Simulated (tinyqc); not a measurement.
Hopping conduction between localised states: one step, computed by the program tinyqc. Command: `OMP_NUM_THREADS=1 python tinyqc.py 3006494 3006495 out.jsonl hop walk`. One thread of a shared host (Intel(R) Xeon(R) Processor @ 2.30GHz), about 0.01 s of CPU time with the checks.

Energies are counted from the Fermi level. A small network shows the mechanism; the laws of an infinite system follow.

Task: Pair exponents. Miller-Abrahams exponent s_ij = 2 r_ij/xi + (|E_i| + |E_j| + |E_i - E_j|)/(2 k_B T); G_ij = G_0 exp(-s_ij). The diagonal is set to 0 and not used.

Inputs (values chosen for the exercise, for a model impurity band): localisation length xi = 5.3 nm; temperature T = 14 K.

Dimension: 3D.

sites of the small network (nm, nm, meV):
```
       x      y  energy
1      0  10.73    1.11
2   7.77   7.15    8.59
3   15.3  11.69    0.91
4  23.06   8.65    4.34
5  27.22   5.93   -11.4
6   38.2   9.93     6.5
7     44   6.72    1.12
```

Constants: k_B = 8.617333262e-05 eV/K.

Give: s_ij.

Result:

s_ij:
```
       1      2      3      4      5      6      7
1   0.00  10.35   6.71  12.33  20.80  19.81  17.60
2  10.35   0.00  10.44  12.92  23.92  18.65  20.79
3   6.71  10.44   0.00   6.74  15.20  14.05  11.92
4  12.33  12.92   6.74   0.00  14.92  11.12  11.53
5  20.80  23.92  15.20  14.92   0.00  19.25  16.72
6  19.81  18.65  14.05  11.12  19.25   0.00   7.89
7  17.60  20.79  11.92  11.53  16.72   7.89   0.00
```
